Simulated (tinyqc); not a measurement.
# Thickness from two neighbouring fringes

Inverse problem. At normal incidence a transparent film with an index between those of air and substrate, taken as constant, has reflectance minima at 2 n1 d = (m + 1/2) lam (small phase shifts at the substrate neglected). Find d and the order m of the shorter wavelength.

Values chosen for this exercise:

| symbol | value | unit | meaning |
|---|---|---|---|
| n1 | 1.462 |  | index of the transparent film |

wavelengths of two neighbouring reflectance minima (nm): [422, 498.72727]

Answer. Neighbouring orders differ by one: 2 n1 d (1/lam1 - 1/lam2) = 1.

d = 938 nm
m = 6

Computed by the program tinyqc: `OMP_NUM_THREADS=1 python tinyqc.py 2870117 2870118 out.jsonl`, one thread of a shared Intel Xeon 2.30GHz, about 0.5 s for the whole run.
